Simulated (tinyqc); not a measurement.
## Charge pumping in an n-channel transistor: triangular pulses against frequency

The gate is pulsed from accumulation to inversion and back. Energies E are counted from the intrinsic level; Dit(E) = D0 [1 + b (2 E/Eg)^2]. During each edge the traps near the bands emit their carriers, and those between Eh and Ee recombine once a cycle.

For a symmetric triangular wave tr = tf = 1/(2 f). ni = sqrt(Nc Nv) exp(-Eg/(2 Vt)), Eg in volts; emission times te = (dV/Va) tf and th = (dV/Va) tr; Ee = -Vt ln(vth sn ni te), Eh = +Vt ln(vth sp ni th). Nit = integral of Dit from Eh to Ee = D0 [Ee - Eh + 4 b (Ee^3 - Eh^3)/(3 Eg^2)], Qcp = q A Nit, Icp = f Qcp.

Parameters, values chosen for the exercise; band and dielectric values close to those of germanium:
```
symbol    value         unit                                                               meaning
T           250            K                                                           temperature
Eg        0.654           eV                                                              band gap
Nc      7.76e18        cm^-3                            conduction-band density of states at 250 K
Nv      4.53e18        cm^-3                               valence-band density of states at 250 K
A           2.6         um^2                                                             gate area
D0       3.7e10  cm^-2 eV^-1                                                trap density at midgap
b             0                                    rise of the trap density towards the band edges
sn      1.1e-15         cm^2                                           cross-section for electrons
sp        1e-16         cm^2                                               cross-section for holes
vth       1.7e7         cm/s  thermal velocity at 250 K, one nominal value for electrons and holes
dV          0.7            V                                                             Vth - Vfb
Va            2            V                                                          pulse height
```

Constants: q = 1.602176634e-19 C, kB = 1.380649e-23 J/K, Vt = kB T/q. Results are converted to the units shown.

Triangular pulses against frequency:
```
f (Hz)   Ee (eV)    Eh (eV)  Nit (cm^-2)  Icp (pA)  Qcp (fC)
26000   0.035673  -0.087332     4.5512e9   0.49293  0.018959
59000   0.053327   -0.10499     5.8576e9    1.4396  0.024401
1.3e5   0.070346   -0.12200     7.1170e9    3.8541  0.029647
3e5     0.088362   -0.14002     8.4501e9    10.560  0.035200
6.9e5    0.10631   -0.15796     9.7780e9    28.105  0.040732
1.6e6    0.12442   -0.17608    1.1119e10    74.107  0.046317
3.5e6    0.14129   -0.19295    1.2367e10    180.30  0.051515
```

What does the table show?

Qcp rises from 0.0190 to 0.0515 fC, by 0.0153 fC a decade between the first two rows and 0.0153 between the last two (2 q A D0 Vt ln 10 = 0.0153 fC): faster edges leave less time for emission and widen the window, so Icp grows faster than f, as f^(1.20).

Range of the model: The Fermi levels of inversion and accumulation are taken to lie beyond Ee and Eh, the flat tops to fill all traps, and no geometric current is added.

Program tinyqc, `OMP_NUM_THREADS=1 python tinyqc.py 2030119 2030120 out.jsonl`; Intel Xeon 2.30GHz, shared host, one thread, about 0.01 s.
